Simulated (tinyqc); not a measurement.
Worked calculation: donor near an oxide interface in a gate field (two-state model). Values are carried at full precision from step to step, so a last printed digit may differ when a step is redone from the rounded ones.

Interface at z = 0 (hard wall), donor at z = d, field F pulling electrons to the interface: potential e F z; 1 kV/cm = 1e-5 eV/angstrom, c = hbar^2/2m0, q = e^2/(4 pi eps0), Q = (eps - eo)/(eps + eo). Donor state: E_D = e F d - ED - q Q/(4 eps d), the last term joining the images of ion and electron. Interface state: z exp(-b z/2) exp(-rho^2/(2 L^2)) with E_z = c b^2/(4 mz) + 3 e F/b + q Q b/(8 eps), minimised over b; in the plane at z = 3/b the ion (distance D = d - 3/b) and its image (D' = d + 3/b) give E_rho = c/(mt L^2) - (q/eps)(sqrt(pi)/L)[erfcx(D/L) + Q erfcx(D'/L)], erfcx(x) = exp(x^2) erfc(x), minimised over L. E_I = E_z + E_rho.

Constants: hbar^2/2m0 = 3.80998211 eV angstrom^2; e^2/(4 pi eps0) = 14.39964547 eV angstrom.

Values chosen for the exercise (near those of a donor in Si below Si3N4, static dielectric constants; shifted at random, so the results belong to these values and not to a real crystal): d = 140 angstrom (depth of the donor); ED = 45.3 meV (bulk binding energy); mz = 0.923 m0 (mass across the interface); mt = 0.193 m0 (mass in the plane); eps = 11.5 (dielectric constant of the semiconductor); eo = 7.5 (dielectric constant of the oxide); F = 48.1 kV/cm (field in the semiconductor); aD = 17.6 angstrom (donor radius); v = 0.56 (valley factor).

## The interface state across the interface

Solve c b/(2 mz) - 3 e F/b^2 + q Q/(8 eps) = 0; give Q, b, the three terms of E_z and <z> = 3/b.

Q = 0.2105
b = 0.08374 1/angstrom

kinetic, field and image terms (meV): 7.24  17.23  2.76

<z> = 35.8 angstrom

The image pushes the electron away from the oxide; without it <z> would be 33.8 angstrom.

## Binding in the plane

Give D, D', the best L, both terms and E_rho.

D, D' (angstrom): 104.2  175.8

L = 105.1 angstrom

kinetic and Coulomb terms (meV): 1.79  -10.39

E_rho = -8.61 meV

The bottom of the well lies at -13.5 meV, so the level is 36 % of the way up; L/D = 1.01. Above the critical field the ionised donor would thus still hold its electron as a dot at the interface.

## Where the electron sits

The two states couple by t = t0 exp(-D/aD) with t0 = q/(eps aD) (2 aD/L) sqrt(aD b/2) v, v a valley factor; this form is an estimate. With detuning u = E_D - E_I the splitting is sqrt(u^2 + 4 t^2) and the lower state has weight (1 - u/sqrt(u^2 + 4 t^2))/2 on the donor.

Give E_D, E_I, t, the splitting and the donor weight.

E_D, E_I (meV): 21.57  18.62

t = 0.0308 meV
splitting = 2.95 meV
donor weight = 0.000

The electron is at the interface; the contact hyperfine coupling scales with the donor weight. With this t, the tunnelling time pi hbar/(2t) at a crossing would be 33.6 ps (hbar = 6.58212e-16 eV s); here the detuning is 95.7 t.

## Critical field

Find F at which E_D = E_I; compare the rule e F d = ED. The crossing width is 4t/(e D), with t and D formed anew at that field.

critical field = 45.2 kV/cm
ED/(e d) = 32.4 kV/cm
width = 0.12 kV/cm

The confinement energy E_z = 26.2 meV raises the field needed and the attraction E_rho = -8.6 meV lowers it; the result is 1.40 times the simple rule.

## Checks

- E_z without images against 1.5 x 6^(2/3)/2 (c (e F)^2/mz)^(1/3), meV: both 24.39.
- E_rho from the radial equation in the full Coulomb well against the Gaussian trial function, meV: both -8.6.

Computed by tinyqc, a small Python program: `OMP_NUM_THREADS=1 python tinyqc.py 1282674 1282675 out.jsonl` (the numbers bound the seed that draws the inputs); one thread of a shared host (Intel(R) Xeon(R) Processor @ 2.30GHz), about 0.06 s for the whole set of steps.
